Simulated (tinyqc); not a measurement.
# Slope factor and drain-induced lowering from three currents

Inverse problem. With source and body at 0 V, I = A exp((Vg + dd Vd)/(nf Vt)) (1 - exp(-Vd/Vt)). Find nf, the swing nf Vt ln 10 and dd.

Inputs (values chosen for the exercise):
```
symbol,value,unit,meaning
T,358,K,temperature
```

Constants: q = 1.602176634e-19 C, kB = 1.380649e-23 J/K, Vt = kB T/q. Results are converted to the units shown.

currents at (Vg, Vd) = (0, 0.05), (0, 1.1) and (0.1, 1.1) V (nA/um): 0.071914690  1.0034981  8.1235965

Solution. The pair at equal Vd gives nf; the pair at equal Vg, after dividing out the factors 1 - exp(-Vd/Vt), gives dd.

nf = 1.550
swing = 110.1 mV/decade
dd = 0.1100

Numbers from tinyqc (`OMP_NUM_THREADS=1 python tinyqc.py 2242059 2242060 out.jsonl`; about 0.03 s on one thread of a shared Intel Xeon 2.30GHz).
